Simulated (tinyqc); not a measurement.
Inputs raised by 5 %, one at a time: time-domain thermoreflectance: layered heat flow under a modulated pulse train, and what the signal ratio measures. Computed by tinyqc, a small Python program. Command: `OMP_NUM_THREADS=1 python tinyqc.py 3113252 3113253 out.jsonl tdtr sens`. One thread of a shared host (Intel(R) Xeon(R) Processor @ 2.30GHz), about 0.2 s of CPU time with the checks.

Pulses repeat at 80 MHz; heat is laid down at the surface, all layers are isotropic.

Inputs (values chosen for the exercise, modelled on aluminium on a SiGe alloy):
```
quantity                                value        unit
metal thickness d                          70          nm
metal conductivity                        160     W/(m K)
metal heat capacity                      2.42  MJ/(m^3 K)
boundary conductance G under the metal     43  MW/(m^2 K)
substrate conductivity kappa             8.14     W/(m K)
substrate heat capacity C                1.62  MJ/(m^3 K)
modulation frequency f                     10         MHz
spot radius w (1/e^2, pump and probe)     4.9  micrometre
delay t                                   170          ps
```

Stack: metal, substrate.

Method:
- For radial wave number k and angular frequency W each layer has u = sqrt(4 pi^2 k^2 + i W C/kappa) and gamma = kappa u. Surface impedance from below: Z = 1/gamma for the substrate; a layer of thickness L maps Z to (Z + tanh(u L)/gamma)/(1 + gamma Z tanh(u L)); a boundary adds 1/G.
- Response per absorbed watt H(W) = 2 pi int_0^(2/w) Z(k, W) exp(-pi^2 k^2 w^2) k dk by 20 Gauss-Legendre points.
- Signal: X + iY = sum_(m = -M..M) H(2 pi (f + m f_r)) exp(i 2 pi m f_r t) exp(-pi (m/M)^2 x 4), f_r = 80 MHz, M = 4000, with H(-W) the complex conjugate of H(W); V_in = X, V_out = Y, ratio = -V_in/V_out.

Runs:
```
input moved                                          from     to  ratio -V_in/V_out  V_in (K/mW)  V_out (K/mW)  phase of H(2 pi f) (degrees)
base run                                                -      -             2.9963      0.96688      -0.32269                       -45.997
metal thickness d (nm)                                 70   73.5             2.8723      0.92350      -0.32152                       -46.642
boundary conductance G under the metal (MW/(m^2 K))    43  45.15             3.0219      0.96362      -0.31888                       -46.106
substrate conductivity kappa (W/(m K))               8.14  8.547             3.0481      0.96741      -0.31738                       -45.608
substrate heat capacity C (MJ/(m^3 K))               1.62  1.701             3.0474      0.96728      -0.31741                       -45.621
modulation frequency f (MHz)                           10   10.5             3.0390      0.95673      -0.31482                       -46.397
spot radius w (1/e^2, pump and probe) (micrometre)    4.9  5.145             2.9673      0.87642      -0.29536                       -46.238
delay t (ps)                                          170  178.5             2.9866      0.96483      -0.32306                       -45.997
```

Exponents ln(y'/y) / ln(x'/x):
```
input                                   ratio -V_in/V_out    V_in   V_out  phase of H(2 pi f)
metal thickness d                                  -0.866  -0.941  -0.074               0.285
boundary conductance G under the metal              0.174  -0.069  -0.243               0.048
substrate conductivity kappa                        0.351   0.011  -0.340              -0.174
substrate heat capacity C                           0.347   0.008  -0.338              -0.169
modulation frequency f                              0.290  -0.216  -0.506               0.177
spot radius w (1/e^2, pump and probe)              -0.199  -2.013  -1.814               0.107
delay t                                            -0.067  -0.044   0.023               0.000
```

Which inputs matter most for each result?

Among the inputs moved here: ratio -V_in/V_out answers most in size to metal thickness d (exponent -0.866), next to substrate conductivity kappa (+0.351). V_in answers most in size to spot radius w (1/e^2, pump and probe) (exponent -2.013), next to metal thickness d (-0.941). Its exponent -2.013 in spot radius w (1/e^2, pump and probe): one-dimensional flow, power over area. V_out answers most in size to spot radius w (1/e^2, pump and probe) (exponent -1.814), next to modulation frequency f (-0.506). Phase of H(2 pi f) answers most in size to metal thickness d (exponent +0.285), next to modulation frequency f (+0.177); its exponent is below 0.0005 for delay t.
